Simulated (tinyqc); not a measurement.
What moves the results: Fermi-Dirac statistics of conduction electrons. A value that a table varies takes the place of the one given here.

Non-parabolic band E (1 + alpha E) = c k^2/m: n = Nc (2/sqrt(pi)) integral_0^infinity sqrt(x (1 + a x)) (1 + 2 a x) dx/(1 + exp(x - eta)) with a = alpha kT and eta = (EF - Ec)/kT; a = 0 gives n = Nc F_1/2(eta).

Constants: hbar^2/2m0 = 3.80998211 eV angstrom^2; kB = 8.617333262e-05 eV/K.

Parameters, chosen for this exercise (near those of Si, lowest valleys alone; not measured data):
- m = 1.0903 m0 (density-of-states mass of the conduction band)
- T = 300 K
- alpha = 0.48 1/eV (non-parabolicity)
- n = 1.6e+19 1/cm^3 (electron density)

## Parabolic against non-parabolic filling

N = 2 (m kB T/(4 pi c))^(3/2) with c = hbar^2/2m0, in 1/angstrom^3; times 1e24 for 1/cm^3. k_F = (3 pi^2 n)^(1/3) and the energy E0 that solves E (1 + alpha E) = c k_F^2/m give the limit of zero temperature.

EF - Ec (meV):
```
n (1/cm^3)  parabolic  non-parabolic  non-parabolic, 0 K
3.0e+18         -57.3          -58.6                 6.9
1.0e+19         -24.0          -25.4                15.4
4.0e+19          21.3           19.1                38.4
1.0e+20          63.0           59.1                69.7
4.0e+20         178.4          163.5               168.0
1.0e+21         332.8          290.2               293.2
```

What does this show?

Non-parabolicity lowers EF by 1.3 meV at the lowest density and by 42.5 meV at the highest, where alpha (EF - Ec) = 0.14. Temperature lowers EF below its 0 K value by 65.5 meV at the lowest density and by 2.9 meV at the highest. EF enters the band between 1e+19 and 4e+19 1/cm^3.

## What moves the Fermi level

N = 2 (m kB T/(4 pi c))^(3/2) with c = hbar^2/2m0, in 1/angstrom^3; times 1e24 for 1/cm^3. Each row changes one parameter from the base and keeps the others.

Results:
```
case                parabolic EF - Ec (meV)  non-parabolic EF - Ec (meV)
base                                  -9.91                       -11.45
m = 1.1993 m0                        -14.27                       -15.77
T = 350 K                            -19.75                       -21.74
n = 3.2e+19 1/cm^3                    13.01                        11.09
alpha = 0.72 1/eV                     -9.91                       -12.20
```

How do the results move?

The largest shifts from the base row, up to three for each result and ties (the steps differ in size, so this ranks the rows, not the parameters). parabolic EF - Ec (meV): n +22.92, T -9.84, m -4.37; unchanged at the printed digits by alpha. non-parabolic EF - Ec (meV): n +22.54, T -10.29, m -4.32.

tinyqc: `OMP_NUM_THREADS=1 python tinyqc.py 1681922 1681923 out.jsonl`; about 0.01 s, one thread, shared Intel(R) Xeon(R) Processor @ 2.30GHz.
